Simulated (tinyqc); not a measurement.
Comparisons within one model: Wannier function of the lower band of a two-orbital chain. A value that a table varies takes the place of the one given here.

H(k) = [[-d/2 - 2 ta cos k, -t1 - t2 exp(-ik)], [-t1 - t2 exp(ik), d/2 - 2 tb cos k]], k in 1/a, Bloch sums with exp(ikR) and without the positions inside the cell. Mesh k_j = 2 pi j/N. Projection gauge: each lower eigenvector u is multiplied by the phase that makes <trial|u> real and positive (the one-band case of Loewdin orthogonalisation). Wannier amplitudes w(R) = (1/N) sum_k exp(ikR) u(k); hoppings H(R) = (1/N) sum_k exp(-ikR) E(k).

Parameters, chosen for this exercise:
```
symbol  value  unit     meaning
d       0.82   eV       A at -d/2, B at +d/2
t1      1.19   eV       A-B in the cell
t2      0.44   eV       B to A of the next cell
ta      0.04   eV       A-A between cells
tb      0.31   eV       B-B between cells
xb      0.52   a        position of B (A at 0)
th      20     degrees  trial orbital cos(th) A + sin(th) B in cell 0
```

## Convergence with the mesh

Centre and Omega_I from overlaps M_j = u_j^+ diag(1, exp(-i b xb)) u_(j+1), b = 2 pi/N: centre -(1/2 pi) sum arg M, Omega_I = (1/(N b^2)) sum (1 - |M|^2). Largest error of the Fourier interpolation on 41 points from 0 to pi.

Mesh:
```
N   centre (a)  Omega_I (a^2)  H(1) (eV)  largest error (meV)
3      0.13934        0.06001   -0.32831               10.377
4      0.14086        0.06529   -0.33091                0.965
6      0.14219        0.06960   -0.33063                0.135
8      0.14259        0.07126   -0.33063                0.018
12     0.14287        0.07250   -0.33063                0.000
16     0.14296        0.07295   -0.33063                0.000
24     0.14303        0.07327   -0.33063                0.000
```

What does this show, and why?

The interpolation error falls exponentially, from 1.0 meV at N = 4 to 0.000 at N = 12, because the hoppings decay exponentially for an isolated band (smallest gap 2.02 eV). Omega_I carries a finite-difference error and converges as a power: against the value 0.07353 on 400 points it is off by -0.00103 at N = 12 and -0.00026 at N = 24, an exponent of 1.99, near the limit 2.

## Choice of the trial orbital

N = 16. Centre, Omega_I and Omega_D from overlaps (b = 2 pi/N, M_j = u_j^+ diag(1, exp(-i b xb)) u_(j+1); Omega_D = (1/(N b^2)) sum (arg M_j + b centre)^2).

Trial angle:
```
th (deg)  smallest projection  centre (a)  Omega_I (a^2)  Omega_D (a^2)
0                       0.737      0.1430        0.07295        0.00055
15                      0.887      0.1430        0.07295        0.00029
30                      0.976      0.1430        0.07295        0.00256
45                      0.933      0.1430        0.07295        0.00696
60                      0.808      0.1430        0.07295        0.01455
75                      0.628      0.1430        0.07295        0.02907
90                      0.405      0.1430        0.07295        0.06543
```

How do the results move?

Omega_I is the same for all. Omega_D is smallest at 15 degrees (0.00029) and largest at 90 (0.06543). The centre does not move.

## Centre against ionicity

N = 24, d varied. Overlaps M_j = u_j^+ diag(1, exp(-i b xb)) u_(j+1), b = 2 pi/N; centre -(1/2 pi) sum arg M_j folded into [0, 1); Omega_I = (1/(N b^2)) sum (1 - |M_j|^2); charge moved is -2 times the shift of the centre from its value at d = 0 (a doubly filled band); weight on A averaged over the mesh.

Against d:
```
d (eV)  centre (a)  charge moved (e)  weight on A  Omega_I (a^2)
-6.0        0.5039           -0.5567        0.037         0.0100
-3.0        0.4682           -0.4853        0.111         0.0300
-1.5        0.3960           -0.3407        0.240         0.0631
-0.5        0.2883           -0.1254        0.416         0.0894
0.0         0.2256            0.0000        0.521         0.0898
0.5         0.1713            0.1086        0.617         0.0811
1.5         0.0983            0.2546        0.763         0.0564
3.0         0.0469            0.3573        0.881         0.0302
6.0         0.0158            0.4197        0.959         0.0106
```

What can be read from the table?

For large positive d the function sits on A (centre 0.016) and for large negative d on B at 0.52 (centre 0.504); at d = 0 it lies at 0.226, on the bond inside the cell, the stronger one. Among these rows the spread is largest at d = 0 eV.

## What each parameter does

N = 24: centre (folded into [0, 1)) and Omega_I from overlaps M_j = u_j^+ diag(1, exp(-i b xb)) u_(j+1), b = 2 pi/N: centre = -(1/2 pi) Im ln prod M_j, Omega_I = mean(1 - |M_j|^2)/b^2; and the first two hoppings H(R). Each row changes one parameter from the base and keeps the others.

Results:
```
case             centre (a)  Omega_I (a^2)  H(1) (eV)  H(2) (eV)
base                 0.1430         0.0733    -0.3306     0.0023
d = 1.12 eV          0.1210         0.0657    -0.3092    -0.0001
t1 = 1.34 eV         0.1575         0.0729    -0.3390     0.0030
t2 = 0.34 eV         0.1531         0.0694    -0.2872    -0.0022
ta = 0.14 eV         0.1490         0.0726    -0.3986     0.0089
xb = 0.57 a          0.1594         0.0836    -0.3306     0.0023
th = 30 degrees      0.1430         0.0733    -0.3306     0.0023
```

What does this show?

The largest shifts from the base row, up to three for each result and ties (the steps differ in size, so this ranks the rows, not the parameters). centre (a): d -0.0221, xb +0.0164, t1 +0.0145; unchanged at the printed digits by th. Omega_I (a^2): xb +0.0103, d -0.0076, t2 -0.0039; unchanged at the printed digits by th. H(1) (eV): ta -0.0680, t2 +0.0435, d +0.0214; unchanged at the printed digits by xb and th. H(2) (eV): ta +0.0066, t2 -0.0045, d -0.0024; unchanged at the printed digits by xb and th. The trial angle is a choice of gauge and moves none of these; xb enters the position operator alone, so it leaves the hoppings.

Run: tinyqc, `OMP_NUM_THREADS=1 python tinyqc.py 1482186 1482187 out.jsonl`; Intel(R) Xeon(R) Processor @ 2.30GHz, one thread, shared host; about 0.1 s of CPU time with all checks.
